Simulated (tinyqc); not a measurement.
# Trench capacitor in an array: capacitance, non-linearity, leakage and relaxation, step by step

Computed by the program tinyqc: `OMP_NUM_THREADS=1 python tinyqc.py 2102015 2102016 out.jsonl`, one thread of a shared Intel Xeon 2.30GHz, about 0.01 s for the whole run. Printed values are rounded.

A film between two metal electrodes, each interface adding a series capacitance ci. The small-signal permittivity is ek (1 + aq E^2); the field is found with the linear permittivity. Leakage J = J0 sinh(E/Ef). After a voltage step the film passes a relaxation current kr C V tt^(-nr), tt being the time in seconds. The sidewall is a coaxial capacitor with radii a = dm/2 - t and b = dm/2, depth AR dm; the end face is left out.

Values chosen for this exercise; permittivity of the order of that of strontium titanate:
- ek = 153 (relative permittivity of the film)
- t = 16 nm (film thickness)
- ci = 1000 uF/cm^2 (capacitance of each electrode interface (dead layer and screening))
- aq = -0.036 cm^2/MV^2 (quadratic field coefficient of the permittivity)
- V = 1.1 V (bias)
- J0 = 4.9e-10 A/cm^2 (leakage prefactor)
- Ef = 0.18 MV/cm (field for an e-fold rise of the leakage)
- dm = 77 nm (diameter of the hole)
- AR = 30 (aspect ratio, depth over diameter)
- pt = 160 nm (pitch of the square array)
- rho = 110 uohm cm (resistivity of the inner electrode)

Constants: eps0 = 8.8541878128e-14 F/cm where lengths are in cm. Results are converted to the units shown.

## Planar capacitance, field and non-linearity

Planar film: Cf = eps0 ek/t, 1/C = 1/Cf + 2/ci, EOT = 3.9 eps0/C, effective permittivity C t/eps0, E = (V/t) C/Cf; quadratic coefficient [C(V)/C - 1]/V^2 with Cf (1 + aq E^2) in C(V).

Cf = 8.46682 uF/cm^2
C = 8.32583 uF/cm^2
EOT = 0.414749 nm
effective permittivity = 150.452
E = 0.676052 MV/cm
quadratic coefficient = -13375.3 ppm/V^2
J = 1.04730e-8 A/cm^2

The interfaces take 1.67 % of the voltage.

## Cell capacitance, fields and time constant

Per length 1/c = ln(b/a)/(2 pi eps0 ek) + (1/a + 1/b)/(2 pi ci); cell capacitance c AR dm; per footprint over pt^2; fields c V/(2 pi eps0 ek r) at r = a and b; resistance of the inner electrode rho AR dm/(pi a^2); time constant R C/3 of the distributed line.

a = 22.5 nm
b = 38.5 nm
cell capacitance = 35.9664 fF
capacitance per footprint = 140.494 uF/cm^2
field at a = 0.894283 MV/cm
field at b = 0.522633 MV/cm
R = 1.59768 kohm
R C/3 = 19.1543 ps

The array gives 16.9 times the planar capacitance per footprint; curvature makes the field at the inner electrode 1.32 times the planar value.
